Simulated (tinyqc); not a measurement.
Threshold-voltage variability of a planar MOSFET, analytic estimates: one step of the calculation.

Three independent sources add in quadrature: random dopants in the depleted layer, metal-gate grains of two orientations, and roughness of the two gate edges acting through the roll-off VT = VT(long) - Vr exp(-L/l). These are first-order estimates: no three-dimensional electrostatics, no percolation.

Problem. Margin in standard deviations for the wanted yield. Cells fail independently with probability Q(k) = erfc(k/sqrt(2))/2 when the margin is k standard deviations, and Y = exp(-Nb Q(k)). phi = exp(-k^2/2)/sqrt(2 pi). Newton steps on ln Q(k) = ln(-ln(Y)/Nb): k(new) = k + [ln Q - ln(-ln(Y)/Nb)] Q/phi.

Values chosen for this exercise:
- Nb = 1048576 (number of cells)
- Y = 0.49 (wanted yield)

k at the start = 2

Find: Q(k); phi; k after iteration 1.

Solution.

Q(k) = 0.02275
phi = 0.05399
k after iteration 1 = 6.390

Numbers from tinyqc (`OMP_NUM_THREADS=1 python tinyqc.py 2090145 2090146 out.jsonl`; about 0.01 s on one thread of a shared Intel Xeon 2.30GHz).
